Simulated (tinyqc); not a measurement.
What each form factor does: empirical-pseudopotential levels.

Empirical pseudopotential on the fcc lattice, atoms at +/- tau, tau = a (1,1,1)/8, no spin-orbit coupling. H(G,G') = c (2 pi/a)^2 |k + G|^2 delta + VS(q) cos(q.tau) + i VA(q) sin(q.tau), q = G - G', c = hbar^2/2m0; k and G in units of 2 pi/a; VS at |q|^2 = 3, 8, 11 and VA at 3, 4, 11, in rydberg, zero elsewhere. The basis is fixed: all 113 G with |G|^2 up to Gcut. Energies are counted from the fourth level at Gamma.

Constants: hbar^2/2m0 = 3.80998211 eV angstrom^2; Ry = 13.60569312 eV.

Inputs chosen for the exercise (near those of Ge; the results hold for these values, not for the real material):
```
symbol  value   unit        meaning
a       5.663   angstrom    lattice constant
VS3     -0.225  Ry
VS8     0.01    Ry
VS11    0.06    Ry
VA3     0       Ry
VA4     0       Ry
VA11    0       Ry
Gcut    20      (2 pi/a)^2  largest |G|^2 of the fixed basis
```

Lowest empty singlet and triplet at Gamma and the valence width there (fixed basis); lowest empty level at X = (1,0,0) and L = (1/2,1/2,1/2) from the valence top, these levels and that top with all |k + G|^2 up to 21. Singlet and triplet count orbital degeneracy. VS3 is VS at |q|^2 = 3, and so on. The row for a keeps the form factors fixed, so it is no model of a real expansion, which changes them too.

One parameter was then changed.

Results before and after:
```
case     singlet (eV)  triplet (eV)  X (eV)  L (eV)  width (eV)
base            1.268         3.420   1.051   0.909      11.985
changed         0.744         3.472   0.964   0.657      12.097
```

Which of these changes was made? (a) VS3 = -0.235 Ry; (b) VA11 = 0.03 Ry; (c) a = 5.72 angstrom; (d) VA4 = 0.03 Ry; (e) VS8 = 0 Ry; (f) VS11 = 0.05 Ry; (g) VA3 = 0.03 Ry.

Answer: (e) VS8 = 0 Ry. Of the candidates, run in turn, only this one gives the changed row.

All candidates:
```
case               singlet (eV)  triplet (eV)  X (eV)  L (eV)  width (eV)
base                      1.268         3.420   1.051   0.909      11.985
a = 5.72 angstrom         1.279         3.443   1.174   0.986      11.703
VS3 = -0.235 Ry           1.177         3.561   1.295   1.009      11.947
VS8 = 0 Ry                0.744         3.472   0.964   0.657      12.097
VS11 = 0.05 Ry            0.710         3.184   0.774   0.527      12.192
VA3 = 0.03 Ry             1.320         3.453   0.780   0.919      11.994
VA4 = 0.03 Ry             1.229         3.516   0.646   0.971      11.987
VA11 = 0.03 Ry            1.125         3.376   0.709   0.833      12.004
```

In a diamond crystal a small VA enters the levels at Gamma and L only in second order, by symmetry, but splits the degenerate pair at X in first order.

Run: tinyqc, `OMP_NUM_THREADS=1 python tinyqc.py 1050282 1050283 out.jsonl`; Intel(R) Xeon(R) Processor @ 2.30GHz, one thread, shared host; about 0.7 s of CPU time with all checks.
